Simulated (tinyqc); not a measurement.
# Changing the temperature T

Model: scattering of inversion-layer electrons by surface optical phonons of the gate insulator (remote phonon scattering). Computed by tinyqc, a small Python program. Command: `OMP_NUM_THREADS=1 python tinyqc.py 3114249 3114250 out.jsonl sophonon sweep`. One thread of a shared host (Intel(R) Xeon(R) Processor @ 2.30GHz), about 0.03 s of CPU time with the checks.

One subband with the Fang-Howard envelope; insulator and channel are half-spaces, the gate is far away, and an interlayer only moves the polar surface away by t (its own modes and its permittivity contrast are left out).

Inputs (values chosen for the exercise, modelled on Al2O3 on silicon): static constant of the insulator eps_0s = 12.3; intermediate constant eps_i = 7.28; optical constant eps_inf = 3.21; hbar omega_TO1 = 47.2 meV; hbar omega_TO2 = 69.5 meV; constant of the channel eps_s = 11.7; in-plane mass m = 0.191 m_0; valleys g_v = 2; sheet density n = 3.5e+12 1/cm^2; mean distance of the electrons z0 = 3/b = 2.7 nm; interlayer thickness t = 0 nm; mobility from other processes = 890 cm^2/(V s).

Screening by the channel electrons: static.

Constants: k_B = 8.617333262e-05 eV/K; hbar^2/(2 m_0) = 3.80998212 eV angstrom^2; e^2/(4 pi eps_0) = 14.39964548 eV angstrom; hbar = 6.582119569e-16 eV s; e = 1.602176634e-19 C; m_0 = 9.1093837015e-31 kg.

Method:
- eps(w) = eps_inf + (eps_0s - eps_i) w1^2/(w1^2 - w^2) + (eps_i - eps_inf) w2^2/(w2^2 - w^2). Surface modes solve eps(w) + eps_s = 0, a quadratic in w^2; the strength of a mode is g = 2/(w d eps/dw).
- Occupation N = 1/(exp(hbar w/(k_B T)) - 1).
- Density of states D = g_v m/(pi hbar^2); eta = E_F/(k_B T) = ln(exp(n/(D k_B T)) - 1); screening wave number q_s = e^2 D/(2 eps_0 eps_avg) x 1/(1 + exp(-eta)), eps_avg = (eps_s + eps_inf)/2; b = 3/z0.
- For a mode of strength g, without the occupation factor, Area x |M(q)|^2 = e^2 hbar w g/(2 eps_0 q) x (b/(b + q))^6 exp(-2 q t) / (1 + (q_s/q) H(q))^2, H = (1 + 9 x/8 + 3 x^2/8)/(1 + x)^3, x = q/b.
- Approximate momentum relaxation rate, taking tau v alike in the initial and final states: 1/tau = (m/(2 pi hbar^3)) sum over modes and over absorption (N, E' = E + hbar w) and emission (N + 1, E' = E - hbar w > 0) of [(1 - f(E'))/(1 - f(E))] int_0^(2 pi) Area |M(q)|^2 (1 - cos theta) d theta, q^2 = k^2 + k'^2 - 2 k k' cos theta, f the Fermi function; 48 midpoints in theta from 0 to pi.
- mu = (e/m) int tau E f (1 - f) dE/(k_B T int f dE), by 300 midpoints from 0 to (max(eta, 0) + 14) k_B T; Matthiessen sum with the other processes.

One run for each value:
```
temperature T (K)  remote-phonon mobility (cm^2/(V s))  total mobility (cm^2/(V s))     eta
120                                          4.771e+06                        889.8   1.993
165                                          8.204e+05                        889.0   1.302
210                                          2.574e+05                        886.9   0.859
255                                          1.155e+05                        883.2   0.538
300                                          6.308e+04                        877.6   0.290
345                                          4.029e+04                        870.8   0.087
390                                          2.890e+04                        863.4  -0.083
435                                          2.276e+04                        856.5  -0.229
480                                          1.872e+04                        849.6  -0.358
```

What does the table show?

Over the rows, remote-phonon mobility (cm^2/(V s)) falls from 4.77e6 to 18700 (exponent d ln y / d ln x -5.5 between the first rows and -2.0 between the last); total mobility (cm^2/(V s)) falls from 890 to 850 (exponent d ln y / d ln x -0.0028 between the first rows and -0.082 between the last); eta falls from 1.99 to -0.358.

Caution (all rows): a relaxation time is only an approximation for inelastic scattering, and static or no screening brackets the true dynamic screening only roughly.
